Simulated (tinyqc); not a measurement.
Inside a calculation. Model: sputter depth profiling of a dopant layer: erosion rate, quantification and the mixing-roughness response. Computed by tinyqc, a small Python program that keeps every step. Command: `OMP_NUM_THREADS=1 python tinyqc.py 3029527 3029528 out.jsonl sims walk`. One thread of a shared host (Intel(R) Xeon(R) Processor @ 2.30GHz), about 0.05 s of CPU time with the checks. Intermediate numbers are printed to about 6 digits and carried at full precision; extremes and crossings named in words are read from the listed rows.

A rastered ion beam erodes silicon (49.94 atoms per nm^3). The measured profile is the true one convolved with a depth response.

Inputs (values chosen for the exercise, modelled on a dopant in silicon under an oxygen or caesium beam):

| quantity | value | unit |
|---|---|---|
| beam energy E | 0.39 | keV |
| beam current | 49 | nA |
| raster side | 500 | um |
| sputter yield at 1 keV | 1.3 | - |
| mixing length at 1 keV | 1.3 | nm |
| roughness sigma | 0.85 | nm |
| depth of the top edge z0 | 50 | nm |
| box width b | 4.2 | nm |
| box concentration C | 5.7e+19 | 1/cm^3 |
| relative sensitivity factor RSF | 4.6e+20 | 1/cm^3 |
| matrix count rate | 1.2e+06 | 1/s |
| background count rate | 0.38 | 1/s |
| counting time per point | 0.5 | s |
| level that defines the junction C_B | 2e+16 | 1/cm^3 |

True profile: box.

Constants: e = 1.602176634e-19 C.

## Erosion and sensitivity

Scaling chosen for the exercise: yield Y = Y1 E^0.5, mixing length w = w1 E^0.5 (E in keV). Erosion rate = Y I/(e x raster^2 x density); depth step = rate x counting time; concentration = RSF x counts/matrix counts; detection limit = RSF x 3 sqrt(background x time)/(matrix rate x time).

yield Y = 0.811850

mixing length w = 0.811850 nm

erosion rate = 0.0198872 nm/s

depth step = 0.00994358 nm

detection limit = 1.00255e+15 1/cm^3

Caution: with so few background counts Poisson statistics, not 3 sqrt(N), set the true limit.

## Measured shape

Mixing alone turns a layer at z0 into (1/w) exp(-(z - z0 + w)/w) for z > z0 - w; roughness adds a Gaussian of width sigma. With x = z - z0 + w: g(x) = (1/(2w)) exp(sigma^2/(2 w^2) - x/w) erfc((sigma/w - x/sigma)/sqrt2), and its integral G(x) = (1/2) erfc(-x/(sigma sqrt2)) - w g(x). Measured: C [G(x) - G(x - b)]. Find the maximum, the full width at half maximum and the deep point where the profile falls to C_B; far down, the trailing edge decays by w ln(10) per decade.

depth of the maximum = 52.1232 nm

peak concentration = 5.30881e+19 1/cm^3

full width at half maximum = 4.37589 nm

apparent junction depth = 60.2868 nm

trailing slope = 1.86935 nm/decade

The true deep edge lies at 54.2 nm, so the junction appears 6.09 nm too deep. The peak reaches 93.1 % of the true concentration.

## Moments

Convolution adds means and variances: the response has mean 0 (shift -w plus exponential mean w) and variance w^2 + sigma^2; a box adds the mean b/2 and the variance b^2/12.

centroid = 52.1 nm

standard deviation = 1.68867 nm

maximum minus centroid = 0.0232048 nm

The centroid stays at the true position while the maximum lies deeper, so depth is read from the centroid.

## Points of the profile

Counts = concentration x matrix rate x time/RSF + background x time; relative noise 1/sqrt(counts). Depths are z0 - w + k (w + sigma), k = -0.5, 0, 0.5, 1, 2, 3, 5, 8, 12.

Profile:

| k | z (nm) | measured (1/cm^3) | counts | relative noise |
|---|---|---|---|---|
| -0.5 | 48.3572 | 3.46827e+18 | 4.52402e+03 | 1.48675e-02 |
| 0.0 | 49.1882 | 1.39503e+19 | 1.81962e+04 | 7.41326e-03 |
| 0.5 | 50.0191 | 3.09073e+19 | 4.03141e+04 | 4.98048e-03 |
| 1.0 | 50.8500 | 4.51237e+19 | 5.88573e+04 | 4.12192e-03 |
| 2.0 | 52.5118 | 5.22059e+19 | 6.80948e+04 | 3.83215e-03 |
| 3.0 | 54.1737 | 2.68202e+19 | 3.49831e+04 | 5.34652e-03 |
| 5.0 | 57.4974 | 6.21178e+17 | 8.10422e+02 | 3.51273e-02 |
| 8.0 | 62.4829 | 1.33731e+15 | 1.93431e+00 | 7.19013e-01 |
| 12.0 | 69.1303 | 3.71742e+11 | 1.90485e-01 | 2.29124e+00 |

## Beam energy: resolution against speed

Width = full width at half maximum; the apparent junction is the deep point where the profile falls to C_B; time to profile to twice z0 = 2 z0/erosion rate, at fixed current.

Measured values:

| E (keV) | w (nm) | peak (1/cm^3) | width (nm) | apparent junction (nm) | time (min) |
|---|---|---|---|---|---|
| 0.15 | 0.50349 | 5.50164e+19 | 4.28280 | 58.4192 | 135.133 |
| 0.25 | 0.65000 | 5.41800e+19 | 4.32227 | 59.2756 | 104.674 |
| 0.50 | 0.91924 | 5.22974e+19 | 4.41613 | 60.9768 | 74.016 |
| 1.00 | 1.30000 | 4.92969e+19 | 4.58085 | 63.4671 | 52.337 |
| 2.00 | 1.83848 | 4.50705e+19 | 4.85419 | 66.9858 | 37.008 |
| 4.00 | 2.60000 | 3.97917e+19 | 5.29382 | 71.8458 | 26.168 |
| 8.00 | 3.67696 | 3.38845e+19 | 5.98088 | 78.4585 | 18.504 |

From the highest to the lowest energy the width goes from 5.98 to 4.28 nm, towards the floor set by roughness and the box width 4.2 nm, and the junction error from 24.3 to 4.22 nm, at 7.3 times the time. Extrapolating the tail slope to zero energy separates mixing from real diffusion. Caution: the surface transient, segregation under the beam and the growth of roughness with depth are left out, and real yields fall faster near the sputter threshold.

Checks made by the program: dose under the measured profile (relative difference below 1e-10).
